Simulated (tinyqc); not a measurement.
## Crystallisation kinetics and data retention of a phase-change cell: kissinger analysis

Johnson-Mehl-Avrami-Kolmogorov law X = 1 - exp(-y^n), y = integral of k dt, k = (1/100 s) exp[-(Ec q/kB)(1/T - 1/T1)].

Tp is the temperature of the largest dX/dt on a ramp of rate b (b in K/min in the logarithm).

Parameters, values chosen for the exercise; values of the order of Ge-Sb-Te and related chalcogenides: activation energy of crystallisation Ec = 2.67 eV; temperature at which the rate k is 1/(100 s) T1 = 447 K; Avrami exponent n = 2.

Constants: q = 1.602176634e-19 C, kB = 1.380649e-23 J/K. Results are converted to the units shown.

Results:
```
b (K/min)  Tp (K)  q/kB Tp (1/eV)  ln(b/Tp^2)  X at the peak
0.5        434.65          26.699     -12.842        0.62713
1          438.80          26.446     -12.168        0.62709
2          443.03          26.194     -11.494        0.62704
5          448.75          25.860     -10.603        0.62698
10         453.17          25.608     -9.9299        0.62693
20         457.68          25.355     -9.2566        0.62688
100        468.49          24.770     -7.6939        0.62676
```

Estimate the missing row, b = 50 K/min.

Computed row:
```
b (K/min)  Tp (K)  q/kB Tp (1/eV)  ln(b/Tp^2)  X at the peak
50         463.77          25.022     -8.3668        0.62681
```

With this row back in the table: Tp rises from 435 to 468 K. The slope of ln(b/Tp^2) against q/kB Tp between the end rows is -2.669 eV, against Ec = 2.67 eV, and X at the peak stays near 1 - 1/e = 0.632 (0.627 to 0.627).

Range of the model: One Arrhenius rate is assumed; incubation, growth from the boundary and the non-Arrhenius kinetics of the supercooled liquid are left out.

Computed by the program tinyqc: `OMP_NUM_THREADS=1 python tinyqc.py 2490047 2490048 out.jsonl`, one thread of a shared Intel Xeon 2.30GHz, about 0.02 s for the whole run.
